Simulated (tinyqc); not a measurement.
Reverse leakage of an n+-p junction: diffusion, generation, trap-assisted and band-to-band tunnelling: leakage components against the reverse bias.

One-sided abrupt junction in the depletion approximation, x from the junction (0) to W on the p side, field F = F0 (1 - x/W). Flat quasi-Fermi levels, long p side. Traps generate through SRH with both lifetimes shortened by 1 + Gamma (Hurkx enhancement, form for moderate fields); band-to-band generation is local and needs a total bending above Eg.

ni = sqrt(Nc Nv) exp(-Eg/(2 Vt)), Eg in volts; Vbi = Vt ln(Na Nd/ni^2); W = sqrt(2 eps0 eps_r (Vbi + VR)/(q Na)); F0 = 2 (Vbi + VR)/W; FG = sqrt(24 mt m0 (kB T)^3)/(q hbar); J_diff = q ni^2 sqrt(Dn/tau)(1 - exp(-VR/Vt))/Na. u = (Vbi + VR)(1 - x/W)^2, p = Na exp(-u/Vt), n = Nd exp((u - Vbi - VR)/Vt); G0 = ni^2 (1 - exp(-VR/Vt))/(tau (n + p + 2 ni cosh(Et/Vt))); Gamma = 2 sqrt(3 pi)(F/FG) exp((F/FG)^2); trap-assisted part G0 Gamma; G_bb = Ab F^2.5 exp(-Bb/F) with F in V/cm, zero unless Vbi + VR > Eg, and counted as zero under 1 cm^-3 s^-1. Currents are q times the integrals over 0 to W; J_bb under 1e-8 of J is printed as 0; rows with F0/FG above 2.2, beyond the range of this Gamma, are left out.

Inputs (values chosen for the exercise); band and dielectric values close to those of silicon:
- T = 250 K (temperature)
- Eg = 1.13 eV (band gap)
- eps_r = 11.5 (relative permittivity)
- Nc = 2.16e19 cm^-3 (conduction-band density of states at T)
- Nv = 1.99e19 cm^-3 (valence-band density of states at T)
- Na = 1.7e17 cm^-3 (acceptor density of the lighter side)
- Nd = 1e20 cm^-3 (donor density of the heavier side)
- tau = 4e-9 s (SRH lifetime of both carriers at zero field)
- Et = 0 eV (trap level above the intrinsic level)
- mt = 0.24 m0 (tunnelling mass)
- Dn = 17 cm^2/s (electron diffusion coefficient on the lighter side)
- Ab = 6.7e14 cm^-0.5 V^-2.5 s^-1 (band-to-band prefactor)
- Bb = 1.96e7 V/cm (band-to-band field constant)

Constants: q = 1.602176634e-19 C, kB = 1.380649e-23 J/K, hbar = 1.054571817e-34 J s, m0 = 9.1093837015e-31 kg, Vt = kB T/q, eps0 = 8.8541878128e-14 F/cm where lengths are in cm. Results are converted to the units shown.

Leakage components against the reverse bias:
```
VR (V)	F0 (kV/cm)	F0/FG	J_diff (A/cm^2)	J_SRH (A/cm^2)	J_TAT (A/cm^2)	J_bb (A/cm^2)	J (A/cm^2)	largest part
0.2	260	0.945	4.38e-16	2.26e-9	1.29e-8	0	1.52e-8	trap-assisted tunnelling
0.7	307	1.12	4.38e-16	6.10e-9	4.95e-8	0	5.56e-8	trap-assisted tunnelling
1.2	348	1.26	4.38e-16	9.17e-9	1.02e-7	0	1.11e-7	trap-assisted tunnelling
1.7	384	1.40	4.38e-16	1.18e-8	1.76e-7	0	1.88e-7	trap-assisted tunnelling
2.2	418	1.52	4.38e-16	1.42e-8	2.82e-7	0	2.96e-7	trap-assisted tunnelling
2.7	449	1.63	4.38e-16	1.63e-8	4.33e-7	0	4.49e-7	trap-assisted tunnelling
3.2	477	1.74	4.38e-16	1.83e-8	6.47e-7	9.82e-15	6.66e-7	trap-assisted tunnelling
3.7	505	1.84	4.38e-16	2.01e-8	9.53e-7	1.15e-13	9.74e-7	trap-assisted tunnelling
4.2	530	1.93	4.38e-16	2.19e-8	1.39e-6	9.50e-13	1.41e-6	trap-assisted tunnelling
```

J rises from 1.52e-8 to 1.41e-6 A/cm^2. Trap-assisted tunnelling leads at VR = 0.2 and in all other rows. The ratio J_TAT/J_SRH goes from 5.73 to 63.5 as F0/FG goes from 0.945 to 1.93.

Range of the model: The n+ side is degenerate, so Vbi from Boltzmann statistics is only a guide.

tinyqc, about 0.01 s, one thread, Intel Xeon 2.30GHz (shared host): `OMP_NUM_THREADS=1 python tinyqc.py 2290168 2290169 out.jsonl`
